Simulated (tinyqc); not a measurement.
Speciation in dilute and buffered hydrofluoric acid, oxide etch rate and bath loading. From [HF2] back to K2 = [HF2]/([HF][F]). Computed by tinyqc, a small Python program. Command: `OMP_NUM_THREADS=1 python tinyqc.py 3121080 3121081 out.jsonl hfetch inv`. One thread of a shared host (Intel(R) Xeon(R) Processor @ 2.30GHz), about 0.01 s of CPU time with the checks.

Concentrations stand for activities, NH4+ and Cl- are spectators, and water ionisation is neglected. H, F and HF2 denote the ions H+, F- and HF2-. The base temperature is 298 K.

Inputs (values chosen for the exercise, of the order of those for thermal oxide at room temperature):
```
quantity,value,unit
HF added,0.18,mol/L
NH4F added,0.16,mol/L
HCl added,0,mol/L
K1 = [H][F]/[HF],0.000653,mol/L
K3 = [H2F2]/[HF]^2,2.93,L/mol
```

Method. Fluoride balance: [HF] + [F] + 2 [HF2] + 2 [H2F2] = HF added + NH4F added. Acid balance: [H] + [HF] + [HF2] + 2 [H2F2] = HF added + HCl added. For a trial [H], [HF] = [H][F]/K1, and the fluoride balance is a quadratic in [F]. The root is refined to 1e-13 in pH = -log10 [H].

Problem. A run gave the result below. Find the K2 = [HF2]/([HF][F]), known to lie between 3.1 and 6.6 L/mol.

[HF2] = 0.04094407 mol/L

Solution.

Each step takes the trial c = (a f_b - b f_a)/(f_b - f_a), f being the result less the target and a, b, c the logarithms of the listed values; c replaces end b, the old b replaces a if the sign of f changed, and otherwise f_a is halved.

Scan of the range:
```
K2 = [HF2]/([HF][F]) (L/mol),[HF2] (mol/L)
3.10,0.0359037
3.52,0.0390779
3.99,0.0423530
4.52,0.0457426
5.13,0.0493025
5.82,0.0529555
6.60,0.0566829
```

False position (Illinois rule, in the logarithm of the input) inside the bracket:
```
step,end a,end b,trial,[HF2] (mol/L)
1,3.52000,3.99000,3.78057,0.0409272
2,3.99000,3.78057,3.78298,0.0409439
3,3.99000,3.78298,3.78302,0.0409442
4,3.78298,3.78302,3.78300,0.0409441
```

[HF2] rises at every point of a 13-point scan of the range (every second point is shown), so one value fits; it is bracketed by 3.52 and 3.99. Answer: K2 = [HF2]/([HF][F]) = 3.783 L/mol.
